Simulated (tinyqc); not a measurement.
Raising the surface concentration at fixed length: sheet resistance of a shallow doped layer with concentration-dependent mobility and limited activation. Computed by tinyqc, a small Python program. Command: `OMP_NUM_THREADS=1 python tinyqc.py 3004161 3004162 out.jsonl irvin walk`. One thread of a shared host (Intel(R) Xeon(R) Processor @ 2.30GHz), about 0.02 s of CPU time with the checks.

A layer of one dopant lies in a background of the opposite type. Current flows parallel to the surface down to the junction; depletion is ignored.

Inputs (values chosen for the exercise, modelled on boron in silicon): surface concentration C_s = 5.2e+19 1/cm^3; length l = 19 nm; background C_B = 2e+16 1/cm^3; mobility floor mu_min = 48.8 cm^2/(V s); mobility mu_max = 463 cm^2/(V s); reference density N_r = 1.6e+17 1/cm^3; exponent alpha = 0.688; prefactor of the active limit = 1e+23 1/cm^3; energy of the active limit = 0.724 eV; anneal temperature T = 750 C.

Profile: erfc.

Constants: k_B = 8.617333262e-05 eV/K; e = 1.602176634e-19 C.

Method:
- C(x) = C_s erfc(x/l).
- Temperatures in kelvin are T(C) + 273.15.
- Active limit C_a = prefactor x exp(-energy/(k_B T)); the junction lies where C = C_B, and the profile exceeds C_a down to x_a (zero if C_s is below C_a). Slope at the junction in nm per decade = ln(10) C/|dC/dx|.
- Active density N = min(C, C_a); carriers n = N - C_B; mobility mu = mu_min + (mu_max - mu_min)/(1 + ((N + C_B)/N_r)^alpha).
- Integrals from 0 to x_j, where C = C_B (Gauss-Legendre, 60 points on each smooth piece; 1 nm = 1e-7 cm): dose int C dx, carriers int n dx, mean mobility int n mu dx/int n dx, R_s = 1/(e int n mu dx).
- The last column drops the active limit.

active limit C_a = 2.71493e+19 1/cm^3

Layers:
```
C_s (1/cm^3)  x_j (nm)  dose (1/cm^2)  mean mu (cm^2/(V s))  R_s (ohm/square)  R_s if all active
1.00e+18        31.255     1.0629e+12                175.30             35593         3.5593e+04
3.00e+18        36.450     3.2077e+12                125.33             15887         1.5887e+04
1.00e+19        41.517     1.0712e+13                 88.83              6611         6.6108e+03
3.00e+19        45.719     3.2152e+13                 69.78              2810         2.7949e+03
1.00e+20        49.965     1.0719e+14                 64.49              1656         9.9484e+02
2.00e+20        52.270     2.1439e+14                 63.52              1397         5.2915e+02
5.00e+20        55.184     5.3597e+14                 62.79              1183         2.2307e+02
1.00e+21        57.299     1.0720e+15                 62.44              1072         1.1429e+02
2.00e+21        59.345     2.1439e+15                 62.18               986         5.8054e+01
```

R_s falls as C_s^-0.73 between the first rows and as C_s^-0.12 between the last. Below C_a = 2.7e19 the exponent is set by the mobility, which drops from 175 towards mu_min. Above C_a extra dose only widens the clipped region: in the last row R_s is 16.99 times the fully active value. Caution: in rows with more than about 2e20 active atoms per cm^3 measured mobilities fall further than this form.
